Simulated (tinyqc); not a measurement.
# Pull-up strength from the switching point

Problem. Transistor (EKV form, voltages against the body): I = 2 n b Vt^2 [F(vp - Vs) - F(vp - Vd)] from drain to source, F(v) = ln^2(1 + exp(v/(2 Vt))), vp = (Vg - VT + sg |Vd - Vs|)/n. n-channel bodies are at 0; for the p-channel device all voltages are counted down from Vdd. b in uA/V^2 gives I in uA. In an inverter In(Vg = Vd = VM) equals Ip at the switching point VM. Find bp and the current there.

Values chosen for this exercise:
```
symbol,value,unit,meaning
T,350,K,temperature
Vdd,0.5,V,supply voltage
n,1.27,,slope factor
sg,0.051,,drain-induced barrier lowering
VTn,0.32,V,n-channel threshold
VTp,0.44,V,p-channel threshold (magnitude)
bn,300,uA/V^2,gain factor of the pull-down transistor
```

Constants: q = 1.602176634e-19 C, kB = 1.380649e-23 J/K, Vt = kB T/q. Results are converted to the units shown.

VM = 0.192951064 V

Answer. Ip is proportional to bp, so bp is In(VM) over the p-channel current for unit b.

bp = 300.0 uA/V^2
current at VM = 0.02658 uA

Program tinyqc, `OMP_NUM_THREADS=1 python tinyqc.py 2340002 2340003 out.jsonl`; Intel Xeon 2.30GHz, shared host, one thread, about 0.04 s.
